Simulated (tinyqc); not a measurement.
Two-band k.p model of the Delta valleys near the X point under shear strain, step by step. Values are carried at full precision from step to step, so a last printed digit may differ when a step is redone from the rounded ones.

Constants: hbar^2/2m0 = 3.80998211 eV angstrom^2.

Values chosen for the exercise (near those of Si; not measured data): a = 5.428 angstrom (lattice constant); ml = 0.937 m0 (longitudinal mass); mt = 0.193 m0 (transverse mass); kx0 = 0.149 2 pi/a (distance of the minimum from X); D = 13.1 eV (shear deformation potential); Mp = 0.227 m0 (coupling mass); exy = 0.0052 (shear strain); k = (0.013, 0.041, 0.121) 1/angstrom (wave vector from X).

## Scales

k0 = kx0 2 pi/a; Delta = 2 c k0^2/ml with c = hbar^2/2m0, half the splitting of the two bands at k0; eta = D exy/Delta measures the shear coupling against it.

k0 = 0.17248 1/angstrom
Delta = 0.24192 eV
eta = 0.2816
splitting of the two bands at X, 2 |D exy| = 0.1362 eV

## The Hamiltonian at one k

Valley pair on the [001] axis, kz counted from the X point, c = hbar^2/2m0, k0 = kx0 2 pi/a. H = (c kz^2/ml + c (kx^2 + ky^2)/mt + c k0^2/ml) 1 + (2 c k0 kz/ml) sigma_z + (D exy - 2 c kx ky/Mp) sigma_x, so E = c kz^2/ml + c (kx^2 + ky^2)/mt + c k0^2/ml -/+ sqrt((2 c k0 kz/ml)^2 + (D exy - 2 c kx ky/Mp)^2). Without strain the lower band has its minima, E = 0, at kz = +/- k0. Shifts from diagonal strain are left out.

Fill in the 2 x 2 matrix (sigma_z diagonal) and give its levels.

H(k) (eV):
```
        1       2
1  0.3867  0.0502
2  0.0502  0.0473
```

levels (eV): 0.0400  0.3940

## Position, depth and masses of the minimum

For |eta| < 1: k_min = k0 sqrt(1 - eta^2), E_min = -Delta eta^2/2, ml(eta) = ml/(1 - eta^2), 1/m[110] = 1/mt + eta/Mp, 1/m[1-10] = 1/mt - eta/Mp. For |eta| > 1 the minimum sits at X: E_min = -Delta (2 |eta| - 1)/2, ml(eta) = ml/(1 - 1/|eta|), and eta is replaced by its sign in the transverse masses.

k_min = 0.1655 1/angstrom
E_min = -9.59 meV
ml(eta) = 1.018 m0

masses along [110] and [1-10] (m0): 0.1557  0.2537

The minimum has moved 4.0 % of the way to X; electrons are lighter along [110] (-19.3 % against mt) and heavier across (+31.5 %).

## The two bands along kz

kx = ky = 0, kz from 0 to 1.6 k0 in steps of 0.2 k0, with and without the strain.

Levels (eV):

| kz/k0 | kz (1/angstrom) | lower | upper | lower, no strain | upper, no strain |
|---|---|---|---|---|---|
| 0.0 | 0.0000 | 0.0528 | 0.1891 | 0.1210 | 0.1210 |
| 0.2 | 0.0345 | 0.0422 | 0.2094 | 0.0774 | 0.1742 |
| 0.4 | 0.0690 | 0.0220 | 0.2587 | 0.0435 | 0.2371 |
| 0.6 | 0.1035 | 0.0042 | 0.3248 | 0.0194 | 0.3097 |
| 0.8 | 0.1380 | -0.0068 | 0.4035 | 0.0048 | 0.3919 |
| 1.0 | 0.1725 | -0.0094 | 0.4932 | 0.0000 | 0.4838 |
| 1.2 | 0.2070 | -0.0030 | 0.5933 | 0.0048 | 0.5854 |
| 1.4 | 0.2415 | 0.0126 | 0.7035 | 0.0194 | 0.6967 |
| 1.6 | 0.2760 | 0.0376 | 0.8236 | 0.0435 | 0.8177 |

## Checks

- Depth of the minimum by numerical search against the closed form (eV): both -0.009591.
- Mass along [110] by finite differences against the closed form: both 0.1557.

tinyqc: `OMP_NUM_THREADS=1 python tinyqc.py 1080844 1080845 out.jsonl`; about 0.01 s, one thread, shared Intel(R) Xeon(R) Processor @ 2.30GHz.
